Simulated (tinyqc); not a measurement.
What moves the results: armchair graphene nanoribbon in tight binding. A value that a table varies takes the place of the one given here.

An armchair ribbon of N dimer lines, width (N - 1) sqrt3 acc/2, period 3 acc, one pz orbital a site. In line n, A_n binds to B_n with -t exp(ik/3), times (1 + d) in the two edge lines, and to B_(n-1) and B_(n+1) with -t exp(-ik/6); k runs from -pi to pi. For d = 0 the modes across the ribbon are sin(n p pi/(N + 1)), p = 1 to N, with E = -/+ t sqrt(1 + 4 c^2 + 4 c cos(k/2)), c = cos(p pi/(N + 1)).

Constants: hbar^2/2m0 = 3.80998211 eV angstrom^2.

Values chosen for the exercise (near those used for graphene; not measured data):
- t = 2.82 eV (hopping)
- acc = 1.42 angstrom (bond length)
- N0 = 23 (first width)
- d1 = 0.12 (edge correction)
- N = 5 (dimer lines)
- d = 0.14 (relative strengthening of the edge bonds)
- k = 1.04 (k times the period 3 acc)

## Three families of gaps

Nine widths from N0 on, gaps at k = 0 with d = 0 and d = d1.

Gaps:

| N | family | width (angstrom) | gap, d = 0 (eV) | gap, d1 (eV) | gap x (N + 1) sqrt3 acc/2 (eV angstrom) |
|---|---|---|---|---|---|
| 23 | 3p+2 | 27.05 | 0.0000 | 0.0802 | 2.37 |
| 24 | 3p | 28.28 | 0.4041 | 0.3312 | 10.18 |
| 25 | 3p+1 | 29.51 | 0.3979 | 0.4755 | 15.20 |
| 26 | 3p+2 | 30.74 | 0.0000 | 0.0712 | 2.36 |
| 27 | 3p | 31.97 | 0.3613 | 0.2959 | 10.19 |
| 28 | 3p+1 | 33.20 | 0.3564 | 0.4255 | 15.18 |
| 29 | 3p+2 | 34.43 | 0.0000 | 0.0640 | 2.36 |
| 30 | 3p | 35.66 | 0.3267 | 0.2674 | 10.19 |
| 31 | 3p+1 | 36.89 | 0.3226 | 0.3851 | 15.15 |

Without edge correction the 3p+2 ribbons have no gap and the other two families nearly share one curve. With it the mean of the last column is 15.18 for 3p+1, 10.19 for 3p and 2.36 eV angstrom for 3p+2: the stronger edge bonds raise the gap of 3p+1, lower that of 3p and open one in 3p+2. Within a family the gap falls about as 1/width. One-electron gaps of this kind leave out the self-energy and exciton terms, which are large in narrow ribbons.

## Mass and gap go together

Nine widths from N0 on. Lowest conduction band for d = d1: m/m0 = c q^2/(E(q) - E(0)) with q = h/(3 acc), h = 0.001, c = hbar^2/2m0. Dirac rule: m = Eg/(2 v^2), that is m/m0 = c Eg/(hbar v)^2 with hbar v = 3 t acc/2.

Masses:

| N | gap (eV) | mass (m0) | Dirac rule (m0) |
|---|---|---|---|
| 23 | 0.0802 | 0.0084 | 0.0085 |
| 24 | 0.3312 | 0.0323 | 0.0350 |
| 25 | 0.4755 | 0.0534 | 0.0502 |
| 26 | 0.0712 | 0.0074 | 0.0075 |
| 27 | 0.2959 | 0.0291 | 0.0312 |
| 28 | 0.4255 | 0.0474 | 0.0449 |
| 29 | 0.0640 | 0.0067 | 0.0068 |
| 30 | 0.2674 | 0.0264 | 0.0282 |
| 31 | 0.3851 | 0.0427 | 0.0407 |

The ratio of mass to the Dirac rule runs from 0.92 (N = 24) to 1.06 (N = 25). Its mean is 0.93 for N = 3p, 1.06 for 3p+1 and 0.99 for 3p+2: the lowest modes of 3p and 3p+1 lie on opposite sides of the Dirac point, where the velocity along the ribbon differs. The largest gap (N = 25) and the heaviest mass (N = 25) belong to one ribbon.

## What each parameter does

Gap at k = 0, lowest positive level at k, and highest level at k = 0. Each row changes one parameter from the base and keeps the others.

Results:

| case | gap (eV) | lowest level at k (eV) | top of the band (eV) |
|---|---|---|---|
| base | 0.3810 | 1.5064 | 7.7744 |
| t = 2.961 eV | 0.4000 | 1.5817 | 8.1631 |
| N = 6 | 1.1306 | 1.7451 | 7.9472 |
| d = 0.19 | 0.5104 | 1.5286 | 7.8015 |
| k = 0.832 | 0.3810 | 1.2155 | 7.7744 |

The largest shifts from the base row, up to three for each result and ties (the steps differ in size, so this ranks the rows, not the parameters). gap (eV): N +0.7496, d +0.1294, t +0.0190; unchanged at the printed digits by k. lowest level at k (eV): k -0.2909, N +0.2387, t +0.0753. top of the band (eV): t +0.3887, N +0.1728, d +0.0272; unchanged at the printed digits by k.

Run: tinyqc, `OMP_NUM_THREADS=1 python tinyqc.py 1481986 1481987 out.jsonl`; Intel(R) Xeon(R) Processor @ 2.30GHz, one thread, shared host; about 0.04 s of CPU time with all checks.
